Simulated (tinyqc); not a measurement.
Interface states from two metals.

Question. Schottky barriers follow phi = S (pM - chi) + (1 - S) E0, S = 1/(1 + q Ds dl/(eps0 ei)). Find S, E0 and Ds.

Inputs (values chosen for the exercise); material values close to those of gallium arsenide: electron affinity chi = 4.01 eV; thickness of the interface layer dl = 0.58 nm; its relative permittivity ei = 1.7.

Constants: q = 1.602176634e-19 C, eps0 = 8.8541878128e-14 F/cm where lengths are in cm. Results are converted to the units shown.

phi for pM = 4.38 and 5.27 eV (eV): [0.56510935, 1.2204508]

Answer. The slope is S, and either point then gives E0.

S = 0.736
E0 = 1.11 eV
Ds = 5.80e12 cm^-2 eV^-1

Computed by the program tinyqc: `OMP_NUM_THREADS=1 python tinyqc.py 2430169 2430170 out.jsonl`, one thread of a shared Intel Xeon 2.30GHz, about 0.01 s for the whole run.
